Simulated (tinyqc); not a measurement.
Chemical-mechanical planarisation: Preston law, pattern density and step-height reduction: one step, computed by the program tinyqc. Command: `OMP_NUM_THREADS=1 python tinyqc.py 3010111 3010112 out.jsonl cmp walk`. One thread of a shared host (Intel(R) Xeon(R) Processor @ 2.30GHz), about 0.01 s of CPU time with the checks.

A row of 10 cells, repeated periodically, holds raised features that cover a share rho of each cell.

Question. State at time t. While h > h_c only raised areas polish, at R0/rho_eff, until t_c = rho_eff (h0 - h_c)/R0. After that h = h_c exp(-(t - t_c)/tau), tau = rho_eff h_c/R0; low areas polish at R0 (1 - h/h_c) and raised areas at R0 [1 + (1 - rho_eff) h/(rho_eff h_c)]. Removed from raised areas after t_c: h0 - h_c + R0 (t - t_c) + (1 - rho_eff)(h_c - h); from low areas: R0 (t - t_c) - rho_eff (h_c - h). Film left = z0 less the removal from raised areas.

Inputs (values chosen for the exercise, close to those used for copper polishing): initial step height h0 = 170 nm; contact height h_c = 28 nm; film above the raised areas z0 = 340 nm; polish time t = 8 s.

effective densities: [0.6910106, 0.7296746, 0.7058401, 0.6572709, 0.6285304, 0.6037847, 0.5782280, 0.5774509, 0.5964579, 0.6317520]

blanket rate R0 = 17.19080 nm/s

Give: Cells; range of film left across the row; largest remaining step; thinnest film left.

Answer.

Cells:
```
cell  rho_eff  t_c (s)  step h (nm)  removed, raised (nm)  removed, low (nm)  film left on raised areas (nm)
1      0.6910    5.708        3.654                 188.9              22.58                           151.1
2      0.7297    6.027        5.325                 182.0              17.37                           158.0
3      0.7058    5.830        4.242                 186.3              20.53                           153.7
4      0.6573    5.429        2.537                 194.9              27.46                           145.1
5      0.6285    5.192        1.802                 200.0              31.81                           140.0
6      0.6038    4.987        1.308                 204.4              35.67                           135.6
7      0.5782    4.776        0.913                 208.8              39.76                           131.2
8      0.5775    4.770        0.903                 209.0              39.88                           131.0
9      0.5965    4.927        1.184                 205.7              36.83                           134.3
10     0.6318    5.218        1.876                 199.4              31.31                           140.6
```

range of film left across the row = 26.94 nm

largest remaining step = 5.325 nm

thinnest film left = 131.0 nm

10 of 10 cells have reached contact. The cell with the lowest rho_eff has lost the most film from its raised areas.
